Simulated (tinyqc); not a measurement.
Valley-orbit splitting of a donor ground state, with strain. Changing the coupling Delta_1. Computed by tinyqc, a small Python program. Command: `OMP_NUM_THREADS=1 python tinyqc.py 3002102 3002103 out.jsonl valleyorbit sweep`. One thread of a shared host (Intel(R) Xeon(R) Processor @ 2.30GHz), about 0.01 s of CPU time with the checks.

The basis is the 1s envelope in each valley; energies are counted from the unstrained conduction-band edge. The strain is e_s (a a^T - 1/3) for the unit stress axis a, so valley j along n_j moves by Xi_u e_s w_j with w_j = (n_j.a)^2 - 1/3: +2/3 for [111], -2/9 for the others.

Inputs (values chosen for the exercise, modelled on donors in germanium): single-valley binding energy E_0 = 9.59 meV; central-cell shift Lambda = 0.8 meV; shear deformation potential Xi_u = 16.9 eV; shear strain e_s = -0.00041.

Valleys: four along <111>. Stress axis: [111].

Method:
- By symmetry: E(A1) = E_0 + Lambda + 3 Delta_1 (one state), E(T2) = E_0 + Lambda - Delta_1 (three), as binding energies.
- H_jj = -(E_0 + Lambda) + Xi_u e_s w_j; H_jk = -Delta_1 between any two valleys.
- Diagonalise H; the ground vector has positive components. The density at the nucleus, and so the contact hyperfine coupling, scales as (sum_j c_j)^2/(number of valleys), which is 1 without strain; the envelopes are held fixed.
- The binding energy is counted from the lowest valley edge, min_j Xi_u e_s w_j; the gap is from the ground state to the next level.

One run for each value; columns: (1) coupling Delta_1 (meV); (2) E(A1) (meV); (3) E(T2) (meV); (4) hyperfine ratio A/A_0; (5) binding energy under strain (meV); (6) gap to the first excited state (meV):
```
(1)       (2)     (3)      (4)     (5)     (6)
0.072  10.606  10.318  0.26815  10.393  6.0203
0.100  10.690  10.290  0.27555  10.395  5.9692
0.150  10.840  10.240  0.28923  10.401  5.8821
0.210  11.020  10.180  0.30644  10.413  5.7850
0.300  11.290  10.090  0.33383  10.438  5.6554
0.440  11.710   9.950  0.37993  10.498  5.4947
0.630  12.280   9.760  0.44783  10.622  5.3632
0.900  13.090   9.490  0.54856  10.890  5.3593
```

Over the rows, E(A1) (meV) rises from 10.6 to 13.1 (exponent d ln y / d ln x 0.024 between the first rows and 0.18 between the last); E(T2) (meV) falls from 10.3 to 9.49 (exponent d ln y / d ln x -0.0083 between the first rows and -0.079 between the last); hyperfine ratio A/A_0 rises from 0.268 to 0.549 (exponent d ln y / d ln x 0.083 between the first rows and 0.57 between the last). A larger valley-orbit coupling resists the strain, so A/A_0 moves back towards 1.

Caution (rows 0.900): strain lowers the binding by more than 15 %, so the envelope, held fixed here, would swell and lower A/A_0 further.

Extremes, crossings and ranges named in words are read from the listed rows.
